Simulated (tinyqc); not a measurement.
Central-cell correction: shallow acceptor in the spherical four-band model.

The ground state 1S3/2 has an L = 0 part f(r) and an L = 2 part g(r). In units of Ry* and a*, with Gaussians f_i = exp(-a_i r^2), g_i = r^2 exp(-a_i r^2), A = a_i + a_j and I(n) = Gamma((n + 1)/2)/(2 A^((n + 1)/2)): S_ff = I(2), S_gg = I(6), H_ff = (6 a_i a_j/A) I(2) - 2 I(1), H_gg = (14 a_i a_j/A) I(6) - 2 I(5), H_fg = -mu [15 I(2) - 20 a_j I(4) + 4 a_j^2 I(6)]; each function is then normalised. The split-off band is left out.

Converged values use 22 exponents 2.2^i, i = -7 to 14, for f and for g.

Inputs chosen for the exercise (out of a larger set: near those of a shallow acceptor in Si, where the small spin-orbit splitting and strong warping make this model rough; not measured data): rc = 2.1 angstrom (radius of the central cell); Vs = (3, 1, 0, -1, -2, -3, -4) eV (central-cell strengths).

mu = 0.46791
Ry* = 23.1143 meV
a* = 26.623 angstrom

A short-range term V exp(-r^2/rc^2) is added (negative: attracts the hole); its elements are V S (A/(A + 1/rc^2))^(3/2) for f and ^(7/2) for g, in the same units.

Results:

| V (eV) | 1S binding (meV) | 2S binding (meV) | <r> (angstrom) | L = 2 weight |
|---|---|---|---|---|
| 3.0 | 26.1 | 7.52 | 36.5 | 0.093 |
| 1.0 | 27.7 | 7.73 | 34.4 | 0.095 |
| 0.0 | 28.9 | 7.89 | 33.0 | 0.096 |
| -1.0 | 30.7 | 8.10 | 31.1 | 0.097 |
| -2.0 | 33.4 | 8.41 | 28.7 | 0.099 |
| -3.0 | 38.0 | 8.88 | 25.4 | 0.102 |
| -4.0 | 46.3 | 9.61 | 21.2 | 0.106 |

From V = 0 to -4 eV the 1S binding grows by 17.4 meV (60 %) and the 2S binding by 1.72 meV, so the chemical shift sits mainly in the ground state. A repulsion of 3 eV removes 2.8 meV. The slope is 8.37 meV per eV over the last step against 0.94 on the repulsive side, since attraction pulls the state into the cell: the route from a shallow to a deep level.

Run: tinyqc, `OMP_NUM_THREADS=1 python tinyqc.py 1250488 1250489 out.jsonl`; Intel(R) Xeon(R) Processor @ 2.30GHz, one thread, shared host; about 0.05 s of CPU time with all checks.
